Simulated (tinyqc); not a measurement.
Incorporation against temperature: precursor delivery by bubblers, mass-transport growth and the solid composition of a III-V alloy. Computed by tinyqc, a small Python program. Command: `OMP_NUM_THREADS=1 python tinyqc.py 3029563 3029564 out.jsonl movpe_thermo walk`. One thread of a shared host (Intel(R) Xeon(R) Processor @ 2.30GHz), about 0.01 s of CPU time with the checks.

1 sccm = 44.615 micromol/min; 1 torr = 133.322 Pa. The sources decompose fully at the surface.

Inputs (values chosen for the exercise, modelled on triethylgallium (source 1) and trimethylindium (source 2) for the vapour pressures):
```
quantity                                                                                                  value        unit
bath temperature T1                                                                                         296           K
bath temperature T2                                                                                         290           K
bubbler pressure p_b                                                                                        600        torr
carrier flow F1                                                                                              82        sccm
carrier flow F2                                                                                             300        sccm
total flow F_t                                                                                              5.3         slm
group-V flow F_V                                                                                            140        sccm
reactor pressure p                                                                                          200        torr
growth temperature T                                                                                       1060           K
diffusivity at 273 K and 760 torr                                                                          0.39      cm^2/s
flow cross-section A                                                                                         74        cm^2
distance from the leading edge z                                                                            9.8          cm
lattice constant a                                                                                          5.7    angstrom
interaction L0 of the solid                                                                                15.2      kJ/mol
log10 of p_B,eq over pure BC at 1000 K and 1 torr of group V (exaggerated: liquid indium has about -4.1)   -2.3  log10 torr
enthalpy of that equilibrium H                                                                              356      kJ/mol
```

Alloy: mixing on the group-III sites, with desorption of B.

constants a, b of source 1 (log10 torr, K): 8.086  2162

constants a, b of source 2 (log10 torr, K): 10.49  3014

Constants: k_B = 1.380649e-23 J/K; R = 8.314462618 J/(mol K).

Method:
- log10 p_v = a - b/T_bath; molar flow = F x 44.615 x p_v/(p_b - p_v) for a saturated bubbler.
- p_i = p n_i/(44615 F_t), F_t in slm; p_V = p F_V/(1000 F_t), counted per molecule supplied; V/III = 44.615 F_V/(n1 + n2); vapour fraction of source 2 = n2/(n1 + n2).
- Mean velocity u = (F_t/A)(760/p)(T/273); D = D0 (T/273)^1.75 (760/p); boundary layer delta = sqrt(pi D z/u); flux = D dp/(delta k_B T); growth rate = flux x a^3/4.
- A sticks fully. B desorbs: its surface pressure is p_B* = x gamma_B K/sqrt(p_V), ln gamma_B = L0 (1 - x)^2/(R T), K = 10^(log10 K at 1000 K) exp[-(H/R)(1/T - 1/1000)], p_V in torr. With equal diffusivities x = (p_2 - p_B*)/(p_1 + p_2 - p_B*). Growth rate = rate per torr x p_1/(1 - x).

p_2 = 0.0236334 torr

K/sqrt(p_V) = 0.0246102 torr

p_V = 5.28302 torr

vapour fraction of source 2 = 0.428402

p_1 = 0.0315330 torr

At fixed flows:
```
T (K)  K/sqrt(p_V) (torr)        x  share of B incorporated, 1 - p_B*/p_2
926            7.1212e-05  0.42780                                0.99754
966            4.8314e-04  0.42440                                0.98376
1002           2.3751e-03  0.40871                                0.92227
1028           6.9991e-03  0.36839                                0.77822
1059           2.3689e-02  0.21802                                0.37199
1089           7.2156e-02  0.06887                                0.09869
1123           2.3727e-01  0.02030                                0.02765
1172           1.1683e+00  0.00428                                0.00574
```

What does the comparison show, and why?

x equals the vapour fraction 0.428 while gamma_B K/sqrt(p_V) is small against p_1 + p_2 = 0.055 torr and falls once it is not. Between the last rows the apparent energy R d ln x/d(1/T) is 347 kJ/mol, against H = 356. Caution: the boundary layer is a quarter or more of the root of the cross-section, so it fills much of the channel and depletion along the flow matters.

Extremes, crossings and ranges named in words are read from the listed rows.
